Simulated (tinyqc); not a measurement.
Worked calculation: inverse iteration on a symmetric matrix. Computed by tinyqc, a small Python program that keeps every step. Settings: method = inverse, shift = -0.48. Command: `OMP_NUM_THREADS=1 python tinyqc.py 29684 29685 out.jsonl` (the two numbers bound the seeds that draw the settings). One thread of a shared host (Intel(R) Xeon(R) Processor @ 2.60GHz), about 0.01 s of CPU time with the checks.

A:
```
           1         2          3
1   0.650000  0.109000  -0.098000
2   0.109000  0.807000   0.048000
3  -0.098000  0.048000   1.603000
```

Stop when the residual |A v - lambda v| is below 1e-9.

Steps:

| step | lambda | residual |
|---|---|---|
| 1 | 0.91782886 | 2.98e-01 |
| 2 | 0.82794630 | 2.27e-01 |
| 3 | 0.76966486 | 1.82e-01 |
| 4 | 0.72595907 | 1.58e-01 |
| 5 | 0.68978980 | 1.42e-01 |
| 6 | 0.65981067 | 1.27e-01 |
| 7 | 0.63617134 | 1.11e-01 |
| 8 | 0.61861582 | 9.41e-02 |
| 9 | 0.60623744 | 7.81e-02 |
| 10 | 0.59784507 | 6.38e-02 |
| 11 | 0.59230985 | 5.15e-02 |
| 12 | 0.58872621 | 4.13e-02 |
| 13 | 0.58643411 | 3.29e-02 |
| 14 | 0.58497953 | 2.62e-02 |
| 15 | 0.58406104 | 2.08e-02 |
| 16 | 0.58348291 | 1.65e-02 |
| 17 | 0.58311973 | 1.31e-02 |
| 18 | 0.58289187 | 1.03e-02 |
| 19 | 0.58274902 | 8.19e-03 |
| 20 | 0.58265951 | 6.48e-03 |
| 21 | 0.58260344 | 5.13e-03 |
| 22 | 0.58256832 | 4.06e-03 |
| 23 | 0.58254634 | 3.21e-03 |
| 24 | 0.58253257 | 2.54e-03 |
| 25 | 0.58252395 | 2.01e-03 |
| 26 | 0.58251855 | 1.59e-03 |
| 27 | 0.58251517 | 1.26e-03 |
| 28 | 0.58251305 | 9.97e-04 |
| 29 | 0.58251173 | 7.89e-04 |
| 30 | 0.58251090 | 6.24e-04 |

Can the last value be used, and what does the course show?

Not by the stop rule, although the second column moves by less than 1e-05 over the last three steps. Not converged in 30 steps: the residual falls only by the ratio of the two smallest distances of eigenvalues from the shift, 0.79 a step. all eigenvalues, for comparison: 0.582510  0.862820  1.614670.
